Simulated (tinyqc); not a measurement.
Atomic layer deposition: Langmuir saturation, growth per cycle and coating of deep features: one step, computed by the program tinyqc. Command: `OMP_NUM_THREADS=1 python tinyqc.py 3029340 3029341 out.jsonl ald walk`. One thread of a shared host (Intel(R) Xeon(R) Processor @ 2.30GHz), about 0.04 s of CPU time with the checks.

Precursor A sticks only on free sites, so a long enough pulse saturates; co-reactant B then frees the sites again.

Question. Exposure for a deep feature. Diffusion-limited filling (Gordon) of a long trench of width w, hydraulic diameter 2w, so that a is replaced by a/2 in the hole formula: t = (q/F)(1 + 19a/8 + 3a^2/8). Reaction-limited filling needs ln(100)/k_a at any depth, k_a = beta F/q. Flow is molecular. The front picture holds when the modulus (a/2) sqrt(beta) is well above 1. Depth reached by the given pulse: solve the same formula for a. Exposure = p x diffusion-limited time; 1 langmuir = 1.33322e-4 Pa s.

Inputs (values chosen for the exercise, modelled on titanium nitride from the chloride and ammonia):
```
quantity,value,unit
site density q,1.8,1/nm^2
sticking probability beta on free sites,0.084,-
precursor pressure p,10,Pa
temperature T,250,C
pulse time t,0.00072,s
aspect ratio a,87,-
```

Feature: long trench.

flux F = 83570.68 1/(nm^2 s)

Give: diffusion-limited time; exposure; modulus; aspect ratio reached by the front in time t.

Answer.

diffusion-limited time = 0.065607 s

exposure = 4920.9 langmuir

modulus = 12.607

aspect ratio reached by the front in time t = 6.6569

Caution: for a long trench the a/2 rule ignores the ln(a)/a transmission of a slit, so times at large a are too long. Caution: the pulse is shorter than ln(100)/k_a, so even the open surface is not saturated and the depth reached has no meaning. Caution: the depth reached is formal here: it is under 4/sqrt(beta), so no sharp front has formed.
